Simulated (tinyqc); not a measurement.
Worked calculation: recursion (Haydock) method for the local density of states: surface site of a square lattice. Values are carried at full precision from step to step, so a last printed digit may differ when a step is redone from the rounded ones.

One orbital a site at energy 0, hopping -t to the 4 nearest neighbours of a square lattice; the start u0 is a site in the outermost layer of a half crystal, with energy V. Recursion: a_n = <u_n|H|u_n>, b_(n+1) u_(n+1) = (H - a_n) u_n - b_n u_(n-1), b > 0. G(z) = 1/(z - a0 - b1^2/(z - a1 - b2^2/(...))), z = E + i eta. After n levels the tail is b_n^2 T with the square-root terminator T = (z - sqrt(z - 2b) sqrt(z + 2b))/(2 b^2), b = 2t so that the band edges lie at -/+ 4t.

Parameters, chosen for this exercise: t = 1.49 eV (hopping); V = 0 eV (shift of the starting site); n = 4 (levels kept); E = -0.95 eV (energy); eta = 0.074 eV (broadening).

## The coefficients

Carry the recursion for n levels; the lattice is large enough that no wall but the surface is met.

Coefficients:
```
n  a_n (eV)  b_(n+1) (eV)  b_(n+1)^2/t^2
0    0.0000       2.58076         3.0000
1    0.0000       2.85313         3.6667
2    0.0000       2.89991         3.7879
3    0.0000       2.93551         3.8815
```

b1^2/t^2 = 3 counts the neighbours of the start. All a_n vanish because the lattice is bipartite and V = 0. The b_n tend to a quarter of the band width, 2.980 eV.

## Moments from the coefficients

For a1 = a2 = 0: mu1 = a0, mu2 = a0^2 + b1^2, mu3 = a0^3 + 2 a0 b1^2, mu4 = a0^4 + 3 a0^2 b1^2 + b1^4 + b1^2 b2^2.

mu1 to mu4 (eV^n): 0.000  6.660  0.000  98.577

mu4/t^4 = 20 is the number of closed walks of four steps.

## The continued fraction at one energy

Start from the terminator and work up: G_i = 1/(z - a_i - S_i), S_i = b_(i+1)^2 G_(i+1), with T in place of G_n. The density is -Im G_0/pi.

Levels of the fraction:
```
i         S_i (eV)       G_i (1/eV)
3  -0.4551-2.8190i  -0.0574-0.3358i
2  -0.4831-2.8242i  -0.0542-0.3363i
1  -0.4411-2.7377i  -0.0623-0.3444i
0  -0.4151-2.2936i  -0.0908-0.4019i
```

local density of states = 0.1279 1/eV

A direct sum over the zone gives 0.1274 1/eV at the same z; 4 levels miss it by +0.4 %.

## Checks

- G from 10 levels against a direct sum over the zone at E = 9.5360 eV, above the band (1/eV): both 0.11415.

Run: tinyqc, `OMP_NUM_THREADS=1 python tinyqc.py 1452281 1452282 out.jsonl`; Intel(R) Xeon(R) Processor @ 2.30GHz, one thread, shared host; about 0.01 s of CPU time with all checks.
